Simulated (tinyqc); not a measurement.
One-electron ion in a basis of Gaussians, step by step. One step of it, computed by the program tinyqc.

Question. Matrices over normalised Gaussians. With p = a_i + a_j and I(k) = Gamma((k+1)/2) / (2 p^((k+1)/2)): S = I(2l+2), T = (2l+3) a_i a_j S / p, V = -Z I(2l+1), each divided by sqrt(S_ii S_jj).

exponents of r^l exp(-a r^2) (1/bohr^2): 0.135900  0.598700  2.638000  11.620000

Z = 1

l = 0

Give: S; T; V.

Answer.

S, lower triangle:
```
        1       2       3       4
1  1.0000
2  0.6844  1.0000
3  0.2836  0.6843  1.0000
4  0.0989  0.2837  0.6844  1.0000
```

T (hartree), lower triangle:
```
        1       2       3        4
1  0.2039
2  0.2274  0.8981
3  0.1100  1.0017  3.9570
4  0.0398  0.4845  4.4143  17.4300
```

V (hartree), lower triangle:
```
         1        2        3        4
1  -0.5883
2  -0.6619  -1.2347
3  -0.5331  -1.3892  -2.5918
4  -0.3824  -1.1189  -2.9161  -5.4397
```
